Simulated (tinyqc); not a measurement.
Nanowire ballistic transistor, top-of-the-barrier model: two steps of the calculation.

At the top of the source barrier, states moving towards the drain are filled by the source (Fermi level 0) and states moving back by the drain (Fermi level -q Vd); nothing scatters. U is the shift of the band edge there, set by the capacitances CG, CD and CS (the total) and by the charge. Parabolic one-dimensional subband; the source is grounded.

Values chosen for this exercise; mass and valleys close to those of gallium nitride:
- T = 300 K (temperature)
- m = 0.203 m0 (effective mass)
- gv = 1 (valley degeneracy)
- eox = 22 (relative permittivity of the gate insulator)
- tox = 2 nm (insulator thickness)
- d = 2 nm (wire diameter)
- aG = 0.78 (gate control CG/CS)
- E0 = 0.25 eV (band edge at the barrier top above the source Fermi level at zero bias)
- Vd = 0.2 V (drain voltage)

Constants: q = 1.602176634e-19 C, kB = 1.380649e-23 J/K, hbar = 1.054571817e-34 J s, h = 6.62607015e-34 J s, m0 = 9.1093837015e-31 kg, Vt = kB T/q, eps0 = 8.8541878128e-14 F/cm where lengths are in cm. Results are converted to the units shown.

Problem 1. Self-consistent potential at the barrier top. eta1 = -(E0 + U)/Vt, eta2 = eta1 - Vd/Vt, n = (N0/2)[F_(-1/2)(eta1) + F_(-1/2)(eta2)], F_(-1/2)(x) = (1/sqrt(pi)) int_0^infinity u^(-1/2)/(1 + exp(u - x)) du. U(out) = UL + q (n - n0)/CS. U(new) = U(out).

U after iteration 1 = -0.55836308 eV
N0 = 2.0939133e6 cm^-1
CS = 14.282763 pF/cm
n0 = 132.16734 cm^-1
UL = -0.6464 eV

Find: eta1; eta2; n; U(out); U after iteration 2.

Solution 1.

eta1 = 11.928
eta2 = 4.1917
n = 6.4172e6 cm^-1
U(out) = -0.57442 eV
U after iteration 2 = -0.57442 eV

Problem 2. Current, mean velocity and share of the gate voltage. N0 = gv sqrt(2 m kB T/pi)/hbar, CG = 2 pi eps0 eox/ln(1 + 2 tox/d), CS = CG/aG, n0 = n at U = 0 and Vd = 0. I = gv (2 q^2/h) Vt [ln(1 + exp eta1) - ln(1 + exp eta2)]. Mean velocity I/(q n). CQ = (q/Vt) dn/d(eta1); the band edge follows the gate as -dU/dVg = aG/(1 + CQ/CS).

converged U = -0.57168225 eV

Give: eta1; n; I; mean velocity; CQ; -dU/dVg.

Solution 2.

eta1 = 12.443
n = 6.6609e6 cm^-1
I = 15.478 uA
mean velocity = 1.4504e7 cm/s
CQ = 2.8564 pF/cm
-dU/dVg = 0.65001 eV/V

The carriers from the source are degenerate (eta1 = 12.4), and the mean velocity is 1.21 times vT = sqrt(2 kB T/(pi m)) = 1.19e7 cm/s. The drain fills a good part of the returning states, which lowers the mean.

tinyqc, about 0.05 s, one thread, Intel Xeon 2.30GHz (shared host): `OMP_NUM_THREADS=1 python tinyqc.py 2400118 2400119 out.jsonl`
